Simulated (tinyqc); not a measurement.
Long-channel MOSFET, surface-potential model: effect of the insulator thickness.

n-channel transistor on a uniformly doped p-type body, gradual-channel approximation, constant mobility, Boltzmann statistics, full ionisation. Potentials are counted from the neutral body; V is the electron quasi-Fermi potential, Vsb at the source and Vsb + Vds at the drain. Charges are magnitudes per area.

ni = sqrt(Nc Nv) exp(-Eg/(2 Vt)), Eg in volts; phiF = Vt ln(Na/ni); Cox = eps0 eox/tox; gamma = sqrt(2 q eps0 eps_r Na)/Cox. The surface potential psi at channel potential V solves Vgs + Vsb - Vfb - psi = gamma sqrt(G), G = psi - Vt + Vt exp((psi - 2 phiF - V)/Vt). Charge sheet: Qi = Cox gamma [sqrt(G) - sqrt(psi - Vt)]; I = mu (W/L) [integral of Qi dpsi from psi_0 to psi_L (drift) + Vt (Qi0 - QiL) (diffusion)], with psi_0 at V = Vsb and psi_L at V = Vsb + Vds. VT = Vfb + 2 phiF + gamma sqrt(2 phiF + Vsb), m = 1 + gamma/(2 sqrt(2 phiF + Vsb)). The swing is 20 mV/log10[I(VT - 0.14 V)/I(VT - 0.16 V)] of the charge-sheet current at the given Vds.

Parameters, values chosen for the exercise; material values those of a made-up semiconductor: temperature T = 325 K; band gap Eg = 0.811 eV; relative permittivity of the semiconductor eps_r = 19.2; conduction-band density of states at T Nc = 9.83e18 cm^-3; valence-band density of states at T Nv = 7.83e18 cm^-3; acceptor density of the body Na = 1e17 cm^-3; relative permittivity of the gate insulator eox = 7.34; flat-band voltage Vfb = -0.34 V; channel mobility mu = 120 cm^2/(V s); gate width W = 1 um; gate length L = 2 um; source-body reverse bias Vsb = 1 V; gate-source voltage Vgs = 0.54 V; drain-source voltage Vds = 0.8 V.

Constants: q = 1.602176634e-19 C, kB = 1.380649e-23 J/K, Vt = kB T/q, eps0 = 8.8541878128e-14 F/cm where lengths are in cm. Results are converted to the units shown.

Results:
```
tox (nm),gamma (V^0.5),VT (V),m,swing (mV/decade),"I at Vgs, Vds (uA)"
2.3,0.08260,0.3236,1.033,67.44,0.8843
3.1,0.1113,0.3595,1.045,68.23,0.4435
4.1,0.1472,0.4043,1.059,69.22,0.1759
7.5,0.2693,0.5568,1.108,72.59,0.002765
10,0.3591,0.6690,1.144,75.06,9.425e-5
```

Estimate the missing row, tox = 5.6 nm.

Computed row:
```
tox (nm),gamma (V^0.5),VT (V),m,swing (mV/decade),"I at Vgs, Vds (uA)"
5.6,0.2011,0.4716,1.080,70.71,0.03392
```

With this row back in the table: As tox goes from 2.3 to 10 nm, VT rises from 0.324 to 0.669 V, the swing rises from 67.4 to 75.1 mV a decade and the current falls from 0.884 to 9.43e-5 uA. The swing is 1.2 % above m Vt ln 10 in the first row and 1.8 % above it in the last. The gate voltage is below VT in 2 of the 6 rows. For tox = 2.3 to 3.1 nm the surface electron density at the source passes 0.3 Nc, where degeneracy and quantisation, left out here, matter.

tinyqc, about 0.02 s, one thread, Intel Xeon 2.30GHz (shared host): `OMP_NUM_THREADS=1 python tinyqc.py 2360010 2360011 out.jsonl`
